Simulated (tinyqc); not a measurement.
Input admittance of a MOSFET at zero drain bias: distributed channel and distributed gate: one step of the calculation.

Source and drain grounded, strong inversion, w = 2 pi f, Cox = eps0 eox/tox. The channel is an RC line of resistance 1/(mu Cox Vo) per square fed from both ends, so one finger has the intrinsic admittance y = i w Cox L tanh(g)/g per width, g = (1/2) sqrt(i w tau), tau = L^2/(mu Vo). The vertical resistance rv/L is in series with y, the overlaps 2 i w Cov in parallel: y_t = 1/(1/y + rv/L) + 2 i w Cov. The gate strip is a line of Rsh/L per length loaded by y_t, so a finger has Y = y_t Wf tanh(k)/k, k = (Wf/sd) sqrt(y_t Rsh/L); the device has Nf Y.

Problem. Input impedance of the device. k and Y as defined; Z = 1/(Nf Y) = R + 1/(i w C); Q = |Im Z|/R; signal at the point farthest from a contact |1/cosh k|.

Parameters, values chosen for the exercise; values of the order met in silicon radio-frequency transistors: channel length L = 0.27 um; finger width Wf = 18 um; number of fingers Nf = 16; sheet resistance of the gate Rsh = 8.1 ohm/square; number of ends at which a finger is contacted sd = 2; frequency f = 12 GHz.

y_t = 12.08313+245.34234i uS/um

Give: k; Nf Y; R; C; Q; signal at the far point.

Solution.

k = 0.55958+0.53270i
Nf Y = 16.284+66.277i mS
R = 3.4961 ohm
C = 932.10 fF
Q = 4.0700
signal at the far point = 0.95814

Program tinyqc, `OMP_NUM_THREADS=1 python tinyqc.py 2262009 2262010 out.jsonl`; Intel Xeon 2.30GHz, shared host, one thread, about 0.01 s.
